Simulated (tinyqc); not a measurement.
Donors on two lattice sites with valley-orbit split states: sweeps and comparisons. A value that a table varies takes the place of the one given here.

Each donor binds at most one electron, in any of its states. For a site s, W_s = sum over its states of g exp(E/kT), and the ionised share is 1/(1 + W_s exp(eta)), eta = (EF - Ec)/kT; n = Nc F_1/2(eta); neutrality n + NA = ND x (mean ionised share, the two sites in equal numbers); holes are neglected. Nc from N = 2 (m kB T/(4 pi c))^(3/2) with c = hbar^2/2m0, in 1/angstrom^3; times 1e24 for 1/cm^3, m = md. F_j(eta) = (1/Gamma(j + 1)) integral_0^infinity x^j dx/(1 + exp(x - eta)), which tends to exp(eta) for eta << 0.

Mobility (Caughey-Thomas form): mu = mu0 + (mu1 (T/300)^(-ga) - mu0)/(1 + ((ND + NA)/Nr)^de); rho = 1/(e n mu), e = 1.602176634e-19 C.

Constants: hbar^2/2m0 = 3.80998211 eV angstrom^2; kB = 8.617333262e-05 eV/K.

Inputs chosen for the exercise (near those of nitrogen in 4H-SiC; shifted at random, so the results belong to these values and not to a real crystal): md = 0.836 m0 (density-of-states mass of the conduction band); E = (63.8, 56.9, 124.7, 76.5) meV (binding energies of h ground, h excited, k ground, k excited); g = (2, 4, 2, 4) (their degeneracies with spin); ND = 4.1e+15 1/cm^3 (donors, half on each site); NA = 0 1/cm^3 (compensating acceptors, all ionised); T = 200 K; mu0 = 40 cm^2/(V s) (mobility at heavy doping); mu1 = 992 cm^2/(V s) (mobility at light doping and 300 K); Nr = 1.8e+17 1/cm^3 (reference doping); de = 0.61 (doping exponent); ga = 2.4 (temperature exponent).

## What the excited states change

The last columns keep only the ground state of each site (g = 2).

Results:

| T (K) | effective degeneracy, h site | eta | n (1/cm^3) | n, ground states only | ratio |
|---|---|---|---|---|---|
| 40 | 2.54 | -12.78 | 2.62e+12 | 2.96e+12 | 0.887 |
| 60 | 3.05 | -10.11 | 6.98e+13 | 8.59e+13 | 0.813 |
| 80 | 3.47 | -8.92 | 3.52e+14 | 4.50e+14 | 0.782 |
| 110 | 3.93 | -8.25 | 1.11e+15 | 1.35e+15 | 0.825 |
| 150 | 4.35 | -8.16 | 1.95e+15 | 2.08e+15 | 0.934 |
| 200 | 4.68 | -8.15 | 3.02e+15 | 3.12e+15 | 0.968 |
| 250 | 4.90 | -8.28 | 3.71e+15 | 3.78e+15 | 0.980 |
| 300 | 5.06 | -8.49 | 3.95e+15 | 3.99e+15 | 0.989 |
| 400 | 5.27 | -8.89 | 4.06e+15 | 4.08e+15 | 0.996 |
| 500 | 5.41 | -9.22 | 4.08e+15 | 4.09e+15 | 0.998 |

The effective degeneracy grows from 2.54 to 5.41. Excited states hold electrons back, so the ratio is never above 1; it is lowest, 0.782, at 80 K of those listed, and 0.989 at 300 K. At low T the excited states empty out, and at high T more donors are ionised (n is 100 % of ND - NA in the last row), so the effect is largest in between.

## Ionisation and resistivity against doping

NA = 0.

Results:

| ND (1/cm^3) | n (1/cm^3) | n/ND | mu (cm^2/(V s)) | rho (ohm cm) | rho at full ionisation |
|---|---|---|---|---|---|
| 1.0e+14 | 9.85e+13 | 0.985 | 2599 | 24.4 | 24.0 |
| 1.0e+15 | 8.87e+14 | 0.887 | 2521 | 2.79 | 2.48 |
| 1.0e+16 | 6.24e+15 | 0.624 | 2247 | 0.445 | 0.278 |
| 3.0e+16 | 1.46e+16 | 0.488 | 1976 | 0.216 | 0.105 |
| 1.0e+17 | 3.49e+16 | 0.349 | 1562 | 0.114 | 0.0400 |
| 3.0e+17 | 7.17e+16 | 0.239 | 1133 | 0.0768 | 0.0184 |
| 1.0e+18 | 1.47e+17 | 0.147 | 712 | 0.0597 | 0.00877 |
| 2.0e+18 | 2.17e+17 | 0.108 | 524 | 0.0550 | 0.00596 |

From 1e16 to 1e18 1/cm^3 rho falls by a factor 7.46, not 100: the mobility takes a factor 3.15 and incomplete ionisation 4.25. n/ND is below 0.9 from 1e+15 1/cm^3 on. Near 1e19 1/cm^3 and above the levels merge with the band, and already below that screening lowers the binding energy, so the last rows understate n.

## Compensation sets the slope of the freeze-out

NA = K ND. The slope energy is -d ln(n T^(-p))/d(1/kT) between 50 and 60 K, with p = 3/4 for K = 0 and p = 3/2 otherwise.

Results:

| K | n(50 K) (1/cm^3) | n(60 K) (1/cm^3) | slope energy (meV) |
|---|---|---|---|
| 0 | 1.87e+13 | 6.98e+13 | 30.48 |
| 0.0010 | 1.68e+13 | 6.77e+13 | 29.01 |
| 0.010 | 7.17e+12 | 5.18e+13 | 44.08 |
| 0.050 | 1.54e+12 | 1.99e+13 | 59.16 |
| 0.20 | 2.59e+11 | 3.66e+12 | 61.44 |
| 0.50 | 1.74e+08 | 8.41e+09 | 93.14 |

Without acceptors the slope is 30.48 meV, against half the h-site ground-state energy, 31.90; with K = 0.05 it is 59.16 meV, against the full 63.8. The full energy (less a few meV where excited levels lie within a few kT) shows where n is far below NA, since the acceptors then hold EF near the donor level: n(60 K)/NA is 17 for K = 0.001 and 0.097 for K = 0.05; for K = 0.001 the sample is still in or near the uncompensated regime, where p = 3/2 is the wrong power, so that slope means little. At K = 0.5 the acceptors have taken as many electrons as there are h sites, EF sits between the two levels, and the slope is 93.1 meV against their mean of 94.2.

## What moves the carrier density

All results formed anew. Each row changes one parameter from the base and keeps the others.

Results:

| case | eta | n (1/cm^3) | rho (ohm cm) |
|---|---|---|---|
| base | -8.148 | 3.022e+15 | 0.8640 |
| E = (68.8, 56.9, 124.7, 76.5) meV | -8.152 | 3.010e+15 | 0.8674 |
| md = 0.92 m0 | -8.268 | 3.094e+15 | 0.8437 |
| ND = 8.2e+15 1/cm^3 | -7.581 | 5.323e+15 | 0.5134 |
| NA = 4.1e+14 1/cm^3 | -8.266 | 2.683e+15 | 0.9780 |
| T = 230 K | -8.208 | 3.508e+15 | 1.040 |
| Nr = 3.6e+17 1/cm^3 | -8.148 | 3.022e+15 | 0.8374 |

The largest shifts from the base row, up to three for each result and ties (the steps differ in size, so this ranks the rows, not the parameters). eta: ND +0.566, md -0.120, NA -0.119; unchanged at the printed digits by Nr. n (1/cm^3): ND +2.30e+15, T +4.86e+14, NA -3.38e+14; unchanged at the printed digits by Nr. rho (ohm cm): ND -0.351, T +0.176, NA +0.114.

(tinyqc, `OMP_NUM_THREADS=1 python tinyqc.py 1651308 1651309 out.jsonl`, Intel(R) Xeon(R) Processor @ 2.30GHz, 1 thread, shared host, about 0.01 s.)
